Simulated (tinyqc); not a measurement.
Energy and delay of logic against supply voltage: one step of the calculation.

One expression serves below and above threshold: I(Vg) = Ik [ln(1 + exp((Vg - VT + dd V)/(al nf Vt)))]^al, with I_on = I(V) and I_off = I(0). Gate delay td = kd C V/I_on, clock period LD td. Per gate and cycle the switching energy is act C V^2 and the leakage energy I_off V LD td. No short-circuit current, no variation. Minima are sought above 0.09 V; below a few Vt gates no longer switch and the model has no meaning.

Problem. New V. Minimum-energy supply: E(V) is the energy per gate and cycle; with h = 0.001 V, E' = (E(V + h) - E(V - h))/(2 h), E'' = (E(V - h) - 2 E(V) + E(V + h))/h^2, V(new) = V - E'/E''.

Parameters, values chosen for the exercise; values of the order met in logic technologies:
- T = 250 K (temperature)
- VT = 0.25 V (threshold voltage at zero drain bias)
- nf = 1.44 (slope factor)
- dd = 0.04 (barrier lowering per volt of supply)
- Ik = 2.8 uA (specific current of a gate)
- al = 1.81 (exponent of the current law)
- C = 0.44 fF (load capacitance of a gate)
- kd = 1.1 (delay factor)
- LD = 20 (logic depth)
- act = 0.2 (activity factor)

Constants: q = 1.602176634e-19 C, kB = 1.380649e-23 J/K, Vt = kB T/q. Results are converted to the units shown.

V after iteration 1 = 0.13277983 V

Find: E'; E''; V after iteration 2.

Solution.

E' = -16.33 aJ/V
E'' = 568.6 aJ/V^2
V after iteration 2 = 0.1615 V

Numbers from tinyqc (`OMP_NUM_THREADS=1 python tinyqc.py 2082045 2082046 out.jsonl`; about 0.01 s on one thread of a shared Intel Xeon 2.30GHz).
